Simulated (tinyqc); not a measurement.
## Energy and delay of logic against supply voltage: optimum supplies against the activity factor

One expression serves below and above threshold: I(Vg) = Ik [ln(1 + exp((Vg - VT + dd V)/(al nf Vt)))]^al, with I_on = I(V) and I_off = I(0). Gate delay td = kd C V/I_on, clock period LD td. Per gate and cycle the switching energy is act C V^2 and the leakage energy I_off V LD td. No short-circuit current, no variation. Minima are sought above 0.09 V; below a few Vt gates no longer switch and the model has no meaning.

V_min minimises the energy and V_EDP the product of energy and td.

Values chosen for this exercise; values of the order met in logic technologies:
- T = 378 K (temperature)
- VT = 0.27 V (threshold voltage at zero drain bias)
- nf = 1.08 (slope factor)
- dd = 0.07 (barrier lowering per volt of supply)
- Ik = 0.63 uA (specific current of a gate)
- al = 1.85 (exponent of the current law)
- C = 0.5 fF (load capacitance of a gate)
- kd = 1.1 (delay factor)
- LD = 20 (logic depth)

Constants: q = 1.602176634e-19 C, kB = 1.380649e-23 J/K, Vt = kB T/q. Results are converted to the units shown.

Optimum supplies against the activity factor:
```
act,V_min (V),energy at V_min (aJ),leakage share (%),clock at V_min (MHz),V_EDP (V),clock at V_EDP (GHz)
0.002,0.4324,0.4741,60.56,1018,0.8129,4.289
0.005,0.3757,0.7138,50.58,629.0,0.7459,3.694
0.01,0.3357,1.026,45.07,405.8,0.7098,3.372
0.02,0.2985,1.522,41.47,245.6,0.6863,3.164
0.05,0.2519,2.630,39.69,114.3,0.6695,3.015
0.1,0.2173,3.986,40.79,59.14,0.6633,2.960
0.2,0.1812,5.939,44.73,28.11,0.6600,2.932
```

As act goes from 0.002 to 0.2, V_min falls from 0.432 to 0.181 V, the energy there rises from 0.474 to 5.94 aJ, the clock there falls from 1020 to 28.1 MHz and V_EDP falls from 0.813 to 0.660 V. act and LD enter V_min only through the ratio act/LD.

Computed by the program tinyqc: `OMP_NUM_THREADS=1 python tinyqc.py 2082182 2082183 out.jsonl`, one thread of a shared Intel Xeon 2.30GHz, about 0.01 s for the whole run.
